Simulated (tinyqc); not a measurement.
Inside a calculation. Method: G0W0 on RHF in the 3-21g basis, for H3-, spin multiplicity 1. The basis has no diffuse functions, so it cannot describe the extra electron: this is an exercise in the method, not the real anion. One step of it, computed by the program tinyqc.

Task: G0W0 on Hartree-Fock: LUMO. W(p,q,m) = sqrt2 sum_ia (pq|ia) (X+Y)_ia,m; Sigma_c(x) = sum_(i,m) W^2/(x - e_i + w_m) + sum_(a,m) W^2/(x - e_a - w_m); solve x = e_p + Sigma_c(x) by Newton steps; Z = 1/(1 - dSigma/dx); 1 hartree = 27.211386 eV.

orbital energies (hartree): MO1 -0.380480, MO2 0.140956, MO3 0.602103, MO4 1.205967, MO5 1.531981, MO6 2.032785

Two-electron integrals over orbitals (pq|rs), unique and non-zero (hartree):
```
(11|11) 0.624999    (21|11) -1.21e-06   (21|21) 0.105092    (22|11) 0.468895
(22|21) 1.07e-06    (22|22) 0.441777    (31|11) 0.047875    (31|21) 1.77e-07
(31|22) -0.011639   (31|31) 0.061949    (32|11) 3.94e-07    (32|21) -0.047205
(32|22) -6.73e-07   (32|31) -1.62e-07   (32|32) 0.046480    (33|11) 0.418812
(33|21) -4.89e-07   (33|22) 0.362145    (33|31) 0.024847    (33|32) 3.83e-07
(33|33) 0.371540    (41|11) -0.142467   (41|21) 8.68e-07    (41|22) -0.064995
(41|31) -0.020090   (41|32) -8.65e-08   (41|33) -0.037811   (41|41) 0.091780
(42|11) 1.33e-06    (42|21) -0.004263   (42|22) 6.39e-07    (42|31) 1.86e-07
(42|32) -0.005999   (42|33) 3.06e-07    (42|41) -1.00e-06   (42|42) 0.024577
(43|11) -0.022190   (43|21) 3.02e-07    (43|22) -0.018322   (43|31) 0.022443
(43|32) -2.26e-07   (43|33) 0.001758    (43|41) 0.024173    (43|42) 9.26e-08
(43|43) 0.040815    (44|11) 0.522906    (44|21) -1.98e-06   (44|22) 0.397905
(44|31) 0.055712    (44|32) 7.35e-07    (44|33) 0.382650    (44|41) -0.099579
(44|42) 1.01e-06    (44|43) -0.000767   (44|44) 0.474769    (51|11) -2.63e-08
(51|21) -0.070640   (51|22) -1.08e-06   (51|31) -2.40e-07   (51|32) 0.021147
(51|33) -6.59e-08   (51|41) -4.46e-07   (51|42) 0.030282    (51|43) 1.01e-07
(51|44) 7.97e-07    (51|51) 0.080316    (52|11) -0.138672   (52|21) -5.65e-07
(52|22) -0.090996   (52|31) 0.000956    (52|32) 1.33e-07    (52|33) -0.045849
(52|41) 0.065877    (52|42) -1.95e-07   (52|43) 0.005133    (52|44) -0.090382
(52|51) 1.34e-06    (52|52) 0.091750    (53|11) -1.28e-07   (53|21) -0.000484
(53|22) -1.31e-07   (53|31) 1.28e-07    (53|32) 0.011142    (53|33) 1.45e-07
(53|41) 2.90e-07    (53|42) -0.009626   (53|43) 1.10e-07    (53|44) 7.19e-08
(53|51) -0.012349   (53|52) -2.39e-07   (53|53) 0.014184    (54|11) -9.60e-07
(54|21) 0.085893    (54|22) 5.44e-07    (54|31) 5.05e-07    (54|32) -0.034399
(54|33) -2.21e-07   (54|41) 8.94e-07    (54|42) -0.009529   (54|43) 3.35e-07
(54|44) -1.56e-06   (54|51) -0.067159   (54|52) -3.42e-07   (54|53) 0.001483
(54|54) 0.081801    (55|11) 0.534715    (55|21) 2.67e-06    (55|22) 0.469510
(55|31) -0.009528   (55|32) -1.24e-06   (55|33) 0.370304    (55|41) -0.113239
(55|42) 6.00e-07    (55|43) -0.018965   (55|44) 0.444690    (55|51) -3.02e-06
(55|52) -0.150139   (55|53) 4.35e-08    (55|54) 2.02e-06    (55|55) 0.563619
(61|11) -0.028252   (61|21) -5.56e-07   (61|22) 0.039198    (61|31) -0.053197
(61|32) 2.93e-07    (61|33) -0.017578   (61|41) 0.024021    (61|42) 2.26e-07
(61|43) 0.011986    (61|44) -0.038810   (61|51) 7.07e-07    (61|52) -0.034935
(61|53) -9.40e-09   (61|54) -1.04e-06   (61|55) 0.063071    (61|61) 0.101372
(62|11) -7.50e-07   (62|21) 0.065174    (62|22) 5.63e-07    (62|31) 2.98e-07
(62|32) -0.025299   (62|33) -1.93e-07   (62|41) 6.83e-07    (62|42) -0.017723
(62|43) 4.65e-08    (62|44) -1.09e-06   (62|51) -0.062054   (62|52) -6.20e-07
(62|53) 0.013129    (62|54) 0.057338    (62|55) 1.81e-06    (62|61) -7.75e-07
(62|62) 0.061668    (63|11) -0.112520   (63|21) 3.28e-07    (63|22) -0.055368
(63|31) -0.028613   (63|32) -4.73e-08   (63|33) -0.043881   (63|41) 0.052811
(63|42) -4.62e-07   (63|43) 0.006423    (63|44) -0.082883   (63|51) 6.58e-08
(63|52) 0.042149    (63|53) 1.01e-07    (63|54) 1.63e-07    (63|55) -0.075598
(63|61) 0.025609    (63|62) 2.16e-07    (63|63) 0.048811    (64|11) 0.047038
(64|21) 8.99e-07    (64|22) -0.020942   (64|31) 0.055820    (64|32) -4.91e-07
(64|33) 0.022437    (64|41) -0.031643   (64|42) -1.47e-07   (64|43) -0.000186
(64|44) 0.057935    (64|51) -1.04e-06   (64|52) 0.019360    (64|53) 6.64e-08
(64|54) 1.41e-06    (64|55) -0.040061   (64|61) -0.087601   (64|62) 1.02e-06
(64|63) -0.031683   (64|64) 0.090235    (65|11) 1.48e-06    (65|21) -0.105766
(65|22) -1.27e-06   (65|31) 7.06e-08    (65|32) 0.052963    (65|33) 5.89e-07
(65|41) -1.24e-06   (65|42) 0.023144    (65|43) -1.77e-07   (65|44) 2.36e-06
(65|51) 0.094538    (65|52) 1.11e-06    (65|53) -0.007060   (65|54) -0.098554
(65|55) -3.60e-06   (65|61) 3.63e-07    (65|62) -0.086983   (65|63) -4.99e-07
(65|64) -8.71e-07   (65|65) 0.145241    (66|11) 0.635904    (66|21) -1.66e-06
(66|22) 0.479387    (66|31) 0.052468    (66|32) 6.06e-07    (66|33) 0.423452
(66|41) -0.169535   (66|42) 1.62e-06    (66|43) -0.030633   (66|44) 0.538558
(66|51) 2.49e-07    (66|52) -0.157741   (66|53) -2.26e-07   (66|54) -1.42e-06
(66|55) 0.565172    (66|61) -0.035787   (66|62) -1.15e-06   (66|63) -0.132885
(66|64) 0.058467    (66|65) 2.22e-06    (66|66) 0.705158
```

excitation energies w (hartree): 0.542517  1.088848  1.108033  1.497204  1.812334  1.916718  2.158486  2.616156

X + Y:
```
             1          2          3          4          5          6          7          8
1>3   0.000000   0.947317   0.000016   0.018634  -0.029041   0.000000   0.000000  -0.036010
1>4   0.000000   0.058193   0.000004  -0.436988   0.844823   0.000005  -0.000003   0.035762
1>5  -0.034156   0.000002  -0.068278  -0.000005  -0.000003   0.617432   0.738113   0.000002
1>6   0.000000   0.083724   0.000001   0.088632  -0.024030   0.000000  -0.000004   0.956365
2>3   0.921297   0.000000  -0.016228   0.000000   0.000000  -0.003688   0.012684   0.000000
2>4   0.033102  -0.000016   0.978424   0.000000  -0.000002   0.008539   0.040503   0.000000
2>5   0.000000  -0.008013   0.000000   0.869843   0.374430   0.000003   0.000003  -0.039325
2>6   0.043924  -0.000001   0.034086   0.000003  -0.000006   0.780845  -0.577887  -0.000002
```

Give: The 12 largest terms at x = e_p; Newton steps; quasiparticle energy of the LUMO; Hartree-Fock value.

Result:

The 12 largest terms at x = e_p (hartree; W for the signs of X + Y given):

| q | m | W | term |
|---|---|---|---|
| 2 | 1 | 0.0577 | 0.0033 |
| 1 | 2 | 0.0750 | 0.0027 |
| 3 | 5 | -0.0699 | -0.0027 |
| 6 | 5 | 0.0857 | -0.0023 |
| 1 | 8 | -0.0762 | 0.0016 |
| 3 | 4 | -0.0346 | -0.0008 |
| 3 | 2 | 0.0286 | -0.0008 |
| 2 | 7 | 0.0432 | 0.0007 |
| 4 | 2 | 0.0334 | -0.0007 |
| 6 | 2 | -0.0314 | -3.92e-04 |
| 4 | 5 | 0.0303 | -3.79e-04 |
| 6 | 8 | 0.0364 | -3.28e-04 |

Newton steps (hartree):

| step | x | Sigma_c(x) | Z |
|---|---|---|---|
| 0 | 0.6021 | -4.37e-04 | 0.9900 |
| 1 | 0.6017 | -4.33e-04 | 0.9900 |
| 2 | 0.6017 | -4.33e-04 | 0.9900 |

quasiparticle energy of the LUMO = 16.3723 eV

Hartree-Fock value = 16.3840 eV
